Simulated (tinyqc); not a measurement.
# Undoped symmetric double-gate MOSFET, analytic potential model: effect of the insulator thickness

An undoped body of thickness ts between two equal insulators and tied gates; long channel, electrons only, n = ni exp((psi - V)/Vt) with V the quasi-Fermi potential (0 at the source, Vd at the drain), constant mobility, no quantisation. Across the body psi(x) = V - 2 Vt ln[(ts/(2 beta)) sqrt(q ni/(2 eps0 eps_r Vt)) cos(2 beta x/ts)], x from the centre. Q is the electron charge per area of the whole body.

ni = sqrt(Nc Nv) exp(-Eg/(2 Vt)), Eg in volts; r = eps_r tox/(eox ts); V0 = dphi + 2 Vt ln[(2/ts) sqrt(2 eps0 eps_r Vt/(q ni))]. beta (between 0 and pi/2) solves (Vg - V0 - V)/(2 Vt) = ln(beta) - ln(cos beta) + 2 r beta tan(beta). Q = 8 eps0 eps_r Vt beta tan(beta)/ts; I = mu (1/L)(4 eps0 eps_r/ts)(2 Vt)^2 [g(beta_s) - g(beta_d)] per width, g = beta tan(beta) - beta^2/2 + r beta^2 tan^2(beta), with beta_s at V = 0 and beta_d at V = Vd.  I(low) is taken at Vg = 0.36 V, Qs and I(high) at Vg = 1.11 V.

Parameters, values chosen for the exercise; material values close to those of silicon:
```
symbol    value        unit                                             meaning
T           300           K                                         temperature
Eg         1.14          eV                                            band gap
eps_r      11.6                      relative permittivity of the semiconductor
Nc      2.82e19       cm^-3              conduction-band density of states at T
Nv      2.64e19       cm^-3                 valence-band density of states at T
eox        20.9                     relative permittivity of the gate insulator
ts           25          nm                                      body thickness
dphi       0.17           V  gate work function less that of the intrinsic body
mu          350  cm^2/(V s)                                    channel mobility
L           0.1          um                                         gate length
Vd            1           V                                       drain voltage
```

Constants: q = 1.602176634e-19 C, kB = 1.380649e-23 J/K, Vt = kB T/q, eps0 = 8.8541878128e-14 F/cm where lengths are in cm. Results are converted to the units shown.

The same in every row: V0 (V) = 0.6144.

Results:
```
tox (nm)	I(low) (nA/um)	Qs(high) (nC/cm^2)	I(high) (uA/um)
3.1	0.4087	3603	2537
4.5	0.4087	2618	1914
6.5	0.4087	1905	1443
9.4	0.4087	1382	1083
20	0.4087	712.3	593.5
28	0.4087	528.5	451.3
```

Estimate the missing row, tox = 14 nm.

Computed row:
```
tox (nm)	I(low) (nA/um)	Qs(high) (nC/cm^2)	I(high) (uA/um)
14	0.4087	975.4	790.3
```

With this row back in the table: As tox goes from 3.1 to 28 nm, I(low) stays near 0.409 nA/um and I(high) falls from 2540 to 451 uA/um. On average I(low) is independent of tox and I(high) goes as tox^(-0.78). Below threshold no voltage drops over the insulator in this long-channel model, so its thickness does not matter there. In every row the surface density at the source at the higher gate voltage passes 0.3 Nc, where Boltzmann statistics fail. In every row mu V/L at the higher gate voltage, with V the smaller of Vd and Vg - V0, passes 3e6 cm/s, so velocity saturation would lower the current. For tox = 9.4 to 28 nm L is under three scale lengths of this cross-section, so short-channel effects, left out here, would raise the subthreshold current.

tinyqc, about 0.01 s, one thread, Intel Xeon 2.30GHz (shared host): `OMP_NUM_THREADS=1 python tinyqc.py 2440095 2440096 out.jsonl`
